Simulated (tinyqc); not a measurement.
# A stack of flat layers between unequal leads with mass mismatch, transfer matrices: effect of the right lead

One electron of energy E comes from the left lead (band edge 0); no transverse momentum. Parabolic bands, masses in units of m0, C = hbar^2/(2 m0); psi and psi'/m are continuous at every interface. The layers follow each other from left to right, then the right lead.

For the pair (psi, psi'/m) a flat layer has M = [[cos kd, (m/k) sin kd], [-(k/m) sin kd, cos kd]] with k = sqrt(m (E - U)/C) above its edge U, and M = [[cosh Kd, (m/K) sinh Kd], [(K/m) sinh Kd, cosh Kd]] with K = sqrt(m (U - E)/C) below it. The matrices are multiplied with later layers to the left. With M acting on (psi, psi'/m) and v = k/m in each lead, T(E) = 4 vL vR/[(vL vR M12 - M21)^2 + (vR M11 + vL M22)^2]. The layers inside are not moved.

Values chosen for this exercise; masses and band edges of a made-up stack: mass in the left lead mL = 0.068 m0; band edges of the layers, left to right U = [0.17, 0.1, 0.23] eV; masses of the layers m = [0.074, 0.076, 0.091] m0; widths of the layers d = [1.6, 1.1, 0.7] nm; mass in the right lead mR = 0.076 m0; electron energy E = 0.093 eV.

Constants: q = 1.602176634e-19 C, hbar = 1.054571817e-34 J s, m0 = 9.1093837015e-31 kg, hbar^2/(2 m0) = 0.0380998212 eV nm^2. Results are converted to the units shown.

Results:
```
UR (eV)	vR (1/nm)	T(E)	bare step 4 vL vR/(vL + vR)^2
-0.25	10.88	0.2193	0.9159
-0.155	9.255	0.2383	0.9542
-0.107	8.311	0.2495	0.9737
-0.059	7.245	0.2613	0.9910
-0.012	6.022	0.2715	1.000
0.036	4.437	0.2716	0.9778
0.084	1.763	0.1771	0.7027
```

Estimate the missing row, UR = -0.202 eV.

Computed row:
```
UR (eV)	vR (1/nm)	T(E)	bare step 4 vL vR/(vL + vR)^2
-0.202	10.09	0.2284	0.9350
```

With this row back in the table: T(E) goes from 0.219 through a maximum of 0.272 (at UR = 0.036 eV among the rows listed) to 0.177, while the bare step between the leads goes from 0.916 through a maximum of 1.00 (at UR = -0.012 eV among the rows listed) to 0.703 (it is 1 where vR equals vL = 5.99 1/nm). The largest T(E) among the rows, 0.2716, is at UR = 0.036 eV. In every row a layer is thinner than 0.8 nm, a few atomic planes, where an effective mass is a rough description.

Numbers from tinyqc (`OMP_NUM_THREADS=1 python tinyqc.py 2560116 2560117 out.jsonl`; about 0.01 s on one thread of a shared Intel Xeon 2.30GHz).
